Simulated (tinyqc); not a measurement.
Single-electron transistor, orthodox theory and master equation: one step of the calculation.

A metal island with n extra electrons joins the left lead (voltage V) and the right lead (0 V) by tunnel junctions and couples to a gate. Cs = CL + CR + Cg. Adding electron n + 1 costs mu(n) = [q (n + 1/2) - CL V - Cg Vg]/Cs (in volts); the Fermi levels are -V (left) and 0 (right). A jump that gains the energy W has the rate G(W) = (W/q)/(R [1 - exp(-W/Vt)]), W in volts, Vt = kB T/q. Sequential tunnelling only; I > 0 flows from left to right.

Task. Charging energy and addition levels. q/Cs, the gate period q/Cg, and mu(n) for the transitions kept.

Values chosen for this exercise:
- CL = 0.35 aF (capacitance of the left junction)
- CR = 0.79 aF (capacitance of the right junction)
- Cg = 0.3 aF (gate capacitance)
- T = 28 K (temperature)
- V = 84 mV (bias of the left lead)
- Vg = 140 mV (gate voltage)
- n0 = -1 (lowest charge state kept)
- n1 = 1 (highest charge state kept)

Constants: q = 1.602176634e-19 C, kB = 1.380649e-23 J/K, Vt = kB T/q. Results are converted to the units shown.

Find: q/Cs; q/Cg; kB T/(q^2/Cs); mu(n).

Result.

q/Cs = 111.26 mV
q/Cg = 534.06 mV
kB T/(q^2/Cs) = 0.021686
mu(n), n to n + 1, n -1 to 0 (mV): -105.21  6.05

Range of the model: Cotunnelling, which dominates deep in the blockade, is left out.

Numbers from tinyqc (`OMP_NUM_THREADS=1 python tinyqc.py 2780031 2780032 out.jsonl`; about 0.01 s on one thread of a shared Intel Xeon 2.30GHz).
